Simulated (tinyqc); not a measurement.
# p-n heterojunction, non-linear Poisson equation by Newton steps, Boltzmann statistics: two studies

One dimension, material 1 (p-type) at x < 0 and material 2 (n-type) at x > 0. Band edges: Ec = -psi in material 1 and -psi + dEc in material 2, Ev = Ec - Eg. Flat quasi-Fermi levels: 0 for holes, +V for electrons. n = Nc F((EFn - Ec)/Vt), p = Nv F((Ev - EFp)/Vt), with F(eta) = exp(eta) (Boltzmann statistics); full ionisation, no interface charge, classical densities; the doping types are chosen for the exercise.

Values chosen for this exercise; band and dielectric values close to those of Si and SiGe:
```
symbol    value   unit                                          meaning
T           350      K                                      temperature
Eg1        1.12     eV                           band gap of material 1
er1        11.6                     relative permittivity of material 1
Nc1      3.5e19  cm^-3  conduction-band density of states of material 1
Nv1     3.29e19  cm^-3     valence-band density of states of material 1
Eg2       0.903     eV                           band gap of material 2
er2        13.1                     relative permittivity of material 2
Nc2     2.38e19  cm^-3  conduction-band density of states of material 2
Nv2     1.24e19  cm^-3     valence-band density of states of material 2
dEc           0     eV                 conduction-band offset Ec2 - Ec1
N1       1.7e16  cm^-3                   acceptor density of material 1
N2       2.6e16  cm^-3                      donor density of material 2
V          -1.8      V                    bias of side 1 against side 2
```

Constants: q = 1.602176634e-19 C, kB = 1.380649e-23 J/K, Vt = kB T/q, eps0 = 8.8541878128e-14 F/cm where lengths are in cm. Results are converted to the units shown.

Each table varies one quantity; the others keep the values above.

## Effect of the donor density of material 2

Exact first integral: on each side D^2/(2 eps0 er) = G, G = q [Vt (nI_j - nI_b) + Vt (pI_j - pI_b) - C (psi_j - psi_b)], with C = -N1 or +N2, b the neutral end of that side, and nI, pI the densities themselves. D is continuous, so er1 G1(psi_j) = er2 G2(psi_j) fixes psi_j. Ends from Nv1 F((-psi_L - Eg1)/Vt) = N1 and Nc2 F((V + psi_R - dEc)/Vt) = N2. D is counted positive when psi rises towards material 2. Depletion (Anderson) capacitance C^2 = q eps0 er1 er2 N1 N2/(2 (er1 N1 + er2 N2)(psi_R - psi_L)). -dD/dV is the change of the displacement at the interface with both quasi-Fermi levels flat; it is the terminal capacitance only while neither side holds an inversion layer. n_j and p_j are densities at the interface.

Result of one run:
columns A: N2 (cm^-3); B: psi_R - psi_L (V); C: psi_j - psi_L (V); D: psi_R - psi_j (V); E: D/q (cm^-2); F: n_j in 1 (cm^-3); G: p_j in 2 (cm^-3); H: -dD/dV (nF/cm^2); I: depletion C (nF/cm^2)
```
A           B       C      D         E          F         G      H      I
1.3e15  2.396  0.2249  2.171  2.060e11  1.054e-16  4.932e15  5.175  6.813
```

What becomes of these results when the donor density of material 2 N2 is changed from 1.3e15 to 3.1e15 cm^-3, all else the same?

Result of the changed run:
columns A: N2 (cm^-3); B: psi_R - psi_L (V); C: psi_j - psi_L (V); D: psi_R - psi_j (V); E: D/q (cm^-2); F: n_j in 1 (cm^-3); G: p_j in 2 (cm^-3); H: -dD/dV (nF/cm^2); I: depletion C (nF/cm^2)
```
A           B       C      D         E          F         G      H      I
3.1e15  2.422  0.4335  1.988  2.965e11  1.062e-13  4.897e12  10.05  9.931
```

The whole series:
columns A: N2 (cm^-3); B: psi_R - psi_L (V); C: psi_j - psi_L (V); D: psi_R - psi_j (V); E: D/q (cm^-2); F: n_j in 1 (cm^-3); G: p_j in 2 (cm^-3); H: -dD/dV (nF/cm^2); I: depletion C (nF/cm^2)
```
A           B       C       D         E          F          G      H      I
1.3e15  2.396  0.2249   2.171  2.060e11  1.054e-16   4.932e15  5.175  6.813
3.1e15  2.422  0.4335   1.988  2.965e11  1.062e-13   4.897e12  10.05  9.931
7.2e15  2.447  0.8025   1.645  4.103e11   2.186e-8    2.378e7  13.77  13.60
1.7e16  2.473   1.310   1.163  5.281e11     0.4429      1.174  17.53  17.32
4e16    2.499   1.802  0.6970  6.215e11    5.411e6   9.610e-8  20.41  20.17
9.4e16  2.525   2.154  0.3704  6.805e11   6.423e11  8.096e-13  22.12  21.85
2.2e17  2.550   2.361  0.1897  7.129e11   6.012e14  8.649e-16  22.87  22.66
5.2e17  2.576   2.475  0.1013  7.370e11   2.663e16  1.952e-17  22.00  22.97
```

As N2 goes from 1.3e15 to 5.2e17, the total bending rises from 2.40 to 2.58 V and the sheet charge D/q rises from 2.06e11 to 7.37e11 cm^-2; the share of the bending in material 1 rises from 9.39 to 96.1 %. The capacitance departs most from the depletion formula at N2 = 1.3e15, where it is 24 % below it, and there the holes at the interface in material 2 outnumber its donors: an inversion layer has formed, which screens D from the bias.

## Effect of the bias of side 1 against side 2

Same model as above.

Effect of the bias of side 1 against side 2:
columns A: V (V); B: psi_R - psi_L (V); C: psi_j - psi_L (V); D: psi_R - psi_j (V); E: D/q (cm^-2); F: n_j in 1 (cm^-3); G: p_j in 2 (cm^-3); H: -dD/dV (nF/cm^2); I: depletion C (nF/cm^2)
```
A           B       C       D         E         F          G      H      I
0.2    0.4861  0.3001  0.1860  2.426e11  8.024e13   4.077e14  45.01  42.69
-0.26  0.9461  0.5911  0.3549  3.497e11  2.961e11   2.628e10  31.62  30.60
-0.71   1.396  0.8761  0.5200  4.294e11   1.246e9    2.069e6  25.75  25.19
-1.17   1.856   1.167  0.6886  4.979e11   4.642e6      132.1  22.21  21.85
-1.63   2.316   1.459  0.8573  5.580e11   1.730e4   0.008432  19.82  19.56
-2.09   2.776   1.750   1.026  6.123e11     64.44   5.383e-7  18.06  17.86
-2.54   3.226   2.035   1.191  6.611e11    0.2711  4.239e-11  16.73  16.57
-3      3.686   2.326   1.360  7.075e11  0.001010  2.706e-15  15.63  15.50
```

Read the table: what changes, and by how much?

As V goes from 0.2 to -3, the total bending rises from 0.486 to 3.69 V and the sheet charge D/q rises from 2.43e11 to 7.07e11 cm^-2; the share of the bending in material 1 rises from 61.7 to 63.1 %. The capacitance departs most from the depletion formula at V = 0.2, where it is 5.4 % above it.

Numbers from tinyqc (`OMP_NUM_THREADS=1 python tinyqc.py 2040008 2040009 out.jsonl`; about 0.02 s on one thread of a shared Intel Xeon 2.30GHz).
